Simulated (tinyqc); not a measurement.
Inside a calculation. Model: minority-electron transport through the base of a bipolar transistor (Moll-Ross and Kroemer integrals). Computed by tinyqc, a small Python program that keeps every step. Command: `OMP_NUM_THREADS=1 python tinyqc.py 3020363 3020364 out.jsonl base walk`. One thread of a shared host (Intel(R) Xeon(R) Processor @ 2.30GHz), about 0.01 s of CPU time with the checks. Intermediate numbers are printed to about 6 digits and carried at full precision; extremes and crossings named in words are read from the listed rows.

Low injection, one dimension, x from the emitter edge (0) to the collector edge (W), s = x/W. Recombination is treated as a small correction (valid for tau_B well below tau_n), computed from the stored charge.

Inputs (values chosen for the exercise, modelled on silicon):
```
quantity                                     value        unit
intrinsic density n_i at the emitter edge  9.6e+09      1/cm^3
base doping at the emitter edge N_0        8.4e+17      1/cm^3
base width W                                   180          nm
mu_min                                         240  cm^2/(V s)
mu_max                                        1390  cm^2/(V s)
N_ref                                      9.4e+16      1/cm^3
saturation velocity v_s                        0.8    1e7 cm/s
electron lifetime tau_n                        140          ns
emitter Gummel number G_E                  2.8e+14      s/cm^4
base-emitter voltage V_BE                     0.65           V
temperature T                                  300           K
doping ratio N_0/N(W)                           15           -
gap narrowing across the base dE_g              64         meV
```

Base doping profile: Gaussian. Gap grading: linear. Exit of the base: saturation velocity.

Constants: k_B = 8.617333262e-05 eV/K; e = 1.602176634e-19 C.

## Profile and built-in field

N(x) = N_0 (ratio)^(-s^2); n_i(x)^2 = n_i^2 exp(s dE_g/k_B T); D(x) = (k_B T/e) mu, mu = mu_min + (mu_max - mu_min)/(1 + (N/N_ref)^0.7). Field that drives electrons towards the collector, averaged over the base: (k_B T/e) ln[N_0 n_i(W)^2/(N(W) n_i^2)]/W.

Across the base:
```
s     N (1/cm^3)  n_i(x)^2/n_i^2  D (cm^2/s)   y (s/cm^5)
0.0  8.40000e+17          1.0000     11.4828  7.31527e+16
0.2  7.53764e+17          1.6407     11.8201  3.88673e+16
0.4  5.44634e+17          2.6919     12.9300  1.56475e+16
0.6  3.16874e+17          4.4166     15.1025  4.75056e+15
0.8  1.48450e+17          7.2464     18.7120  1.09481e+15
1.0  5.60000e+16         11.8892     23.7350  1.98448e+14
```

drift factor eta (potential drop in k_B T/e) = 5.18368

mean built-in field = 7.44492 kV/cm

## Collector current and transit time

With y(x) = N n_i^2/(D n_i(x)^2): base Gummel number G_B = int_0^W y dx + N(W) n_i^2/(v_s n_i(W)^2); J_C = e n_i^2 exp(e V_BE/k_B T)/G_B; n(x) = (J_C/e)(n_i(x)^2/(N n_i^2)) [int_x^W y dx + the same exit term]; transit time tau_B = (e/J_C) int n dx; trapezoid rule on 401 even points.

base Gummel number G_B = 3.39050e+11 s/cm^4

collector current density J_C = 3.61834 A/cm^2

base transit time tau_B = 3.83076 ps

share of the exit term in G_B = 0.173653 %

mean velocity W/tau_B = 0.469881 1e7 cm/s

Plain diffusion with the D of the emitter edge would take W^2/(2D) = 14.1 ps, 3.68 times the result.

## Gain and speed

Emitter-limited gain beta_E = G_E/G_B; recombination-limited gain beta_R = tau_n/tau_B; 1/beta = 1/beta_E + 1/beta_R; f_T from the base alone = 1/(2 pi tau_B).

beta_E = 825.838

beta_R = 36546.3

current gain beta = 807.589

f_T from the base alone = 41.5466 GHz

The gain is limited mainly by hole injection into the emitter (98 % of the base current).

## What grading buys

The formulas are those given above.

The same base with other gradings:
```
dE_g (meV)  dE_g/k_B T  G_B (s/cm^4)  J_C gain  tau_B (ps)  speed gain
0               0.0000   6.29136e+11   1.00000     5.91939     1.00000
25              0.9670   4.79696e+11   1.31153     4.90010     1.20801
50              1.9341   3.80513e+11   1.65339     4.16034     1.42281
75              2.9011   3.11602e+11   2.01903     3.60447     1.64224
100             3.8682   2.61793e+11   2.40318     3.17422     1.86484
150             5.8023   1.95904e+11   3.21145     2.55582     2.31605
200             7.7363   1.55130e+11   4.05556     2.13546     2.77195
300            11.6045   1.08405e+11   5.80360     1.60403     3.69034
```

At 100 meV J_C rises by a factor 2.40 and the transit is 1.86 times faster; at 300 meV the factors are 5.80 and 3.69. For a uniform base without exit term both tend to be linear in dE_g/k_B T, J_C as x/(1 - exp(-x)) and the speed as x/2. From 200 meV on the mean velocity W/tau_B exceeds v_s, so those speed gains are overstated.

Checks made by the program: Gummel integral against a 60-point Gauss rule (relative difference 1e-08).
